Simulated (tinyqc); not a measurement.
# Nanowire ballistic transistor, top-of-the-barrier model: several studies

At the top of the source barrier, states moving towards the drain are filled by the source (Fermi level 0) and states moving back by the drain (Fermi level -q Vd); nothing scatters. U is the shift of the band edge there, set by the capacitances CG, CD and CS (the total) and by the charge. Parabolic one-dimensional subbands; the source is grounded.

Inputs (values chosen for the exercise); mass and valleys made up: temperature T = 200 K; effective mass m = 0.308 m0; valley degeneracy gv = 2; relative permittivity of the gate insulator eox = 7.5; insulator thickness tox = 2.5 nm; wire diameter d = 5 nm; offset of a second subband (0: none) dE = 0.24 eV; gate control CG/CS aG = 0.97; drain control CD/CS aD = 0.008; band edge at the barrier top above the source Fermi level at zero bias E0 = 0.4 eV.

Constants: q = 1.602176634e-19 C, kB = 1.380649e-23 J/K, hbar = 1.054571817e-34 J s, h = 6.62607015e-34 J s, m0 = 9.1093837015e-31 kg, Vt = kB T/q, eps0 = 8.8541878128e-14 F/cm where lengths are in cm. Results are converted to the units shown.

Each table varies one quantity; the others keep the values above.

## Effect of the drain control CD/CS

N0 = gv sqrt(2 m kB T/pi)/hbar, CG = 2 pi eps0 eox/ln(1 + 2 tox/d), CS = CG/aG, n0 = n at U = 0 and Vd = 0. eta1 = -(E0 + U)/Vt, eta2 = eta1 - Vd/Vt, n = (N0/2)[F_(-1/2)(eta1) + F_(-1/2)(eta2)], F_(-1/2)(x) = (1/sqrt(pi)) int_0^infinity u^(-1/2)/(1 + exp(u - x)) du. Each F is summed over the two subbands, F(eta) + F(eta - dE/Vt), which share the mass. U = UL + q (n - n0)/CS with UL = -(aG Vg + aD Vd), energies in eV. I = gv (2 q^2/h) Vt [ln(1 + exp eta1) - ln(1 + exp eta2)], summed over both subbands. CQ = (q/Vt) dn/d(eta1). E0 is held fixed.

In this table Vg = 0.5 V, Vd = 0.5 V.

Effect of the drain control CD/CS:
```
aD      eta1  n (cm^-1)  I (uA)  mean velocity I/(q n) (cm/s)  CQ/CS
0      1.287    2.433e6   4.089                       1.049e7  1.403
0.004  1.336    2.478e6   4.191                       1.056e7  1.401
0.008  1.384    2.523e6   4.294                       1.062e7  1.398
0.012  1.433    2.568e6   4.398                       1.069e7  1.394
0.015  1.469    2.602e6   4.476                       1.074e7  1.391
0.019  1.518    2.647e6   4.582                       1.080e7  1.386
0.023  1.566    2.692e6   4.690                       1.087e7  1.381
0.027  1.615    2.737e6   4.798                       1.094e7  1.375
```

What does the comparison show?

As aD goes from 0 to 0.027, n rises from 2.43e6 to 2.74e6 cm^-1, the mean velocity rises from 1.05e7 to 1.09e7 cm/s and the current rises from 4.09 to 4.80 uA. CQ/CS stays near 1.4.

## Effect of the effective mass

Same model as above.

CQ = (q/Vt) dn/d(eta1). E0 is held fixed.

In this table Vg = 0.5 V, Vd = 0.5 V.

Effect of the effective mass:
```
m (m0)     eta1  n (cm^-1)  I (uA)  mean velocity I/(q n) (cm/s)    CQ/CS
0.02     3.5278   1.0923e6  9.4990                      5.4280e7  0.26561
0.032    3.2054   1.3075e6  8.6670                      4.1374e7  0.35366
0.05     2.8687   1.5322e6  7.8091                      3.1810e7  0.46678
0.08     2.4907   1.7845e6  6.8647                      2.4009e7  0.62689
0.13     2.0880   2.0534e6  5.8884                      1.7898e7  0.84725
0.2      1.7316   2.2913e6  5.0598                      1.3783e7   1.0962
0.32     1.3541   2.5433e6  4.2298                      1.0380e7   1.4266
0.5      1.0128   2.7711e6  3.5324                      7.9562e6   1.7921
0.8     0.67432   2.9971e6  2.9007                      6.0407e6   2.2200
```

As m goes from 0.02 to 0.8 m0, n rises from 1.09e6 to 3.00e6 cm^-1, the mean velocity falls from 5.43e7 to 6.04e6 cm/s and the current falls from 9.50 to 2.90 uA. CQ/CS goes from 0.27 to 2.2. The loss of velocity outweighs the gain of charge over the whole range.

## Effect of the band edge at the barrier top above the source Fermi level at zero bias

Same model as above.

CQ = (q/Vt) dn/d(eta1).

In this table Vg = 0.5 V, Vd = 0.5 V.

Effect of the band edge at the barrier top above the source Fermi level at zero bias:
```
E0 (eV)    eta1  n (cm^-1)  I (uA)  mean velocity I/(q n) (cm/s)   CQ/CS
0.1       10.80    7.870e6   28.96                       2.297e7  0.6784
0.15      9.017    7.112e6   24.10                       2.115e7  0.6264
0.2       7.258    6.349e6   19.39                       1.906e7  0.6845
0.25      5.585    5.529e6   14.93                       1.685e7  0.7940
0.3       4.036    4.626e6   10.83                       1.460e7  0.9651
0.35      2.639    3.622e6   7.233                       1.246e7   1.202
0.4       1.384    2.523e6   4.294                       1.062e7   1.398
0.45     0.1592    1.404e6   2.072                       9.210e6   1.255
```

As E0 goes from 0.1 to 0.45 eV, n falls from 7.87e6 to 1.40e6 cm^-1, the mean velocity falls from 2.30e7 to 9.21e6 cm/s and the current falls from 29.0 to 2.07 uA. CQ/CS goes from 0.68 to 1.3.

Computed by the program tinyqc: `OMP_NUM_THREADS=1 python tinyqc.py 2400114 2400115 out.jsonl`, one thread of a shared Intel Xeon 2.30GHz, about 0.1 s for the whole run.
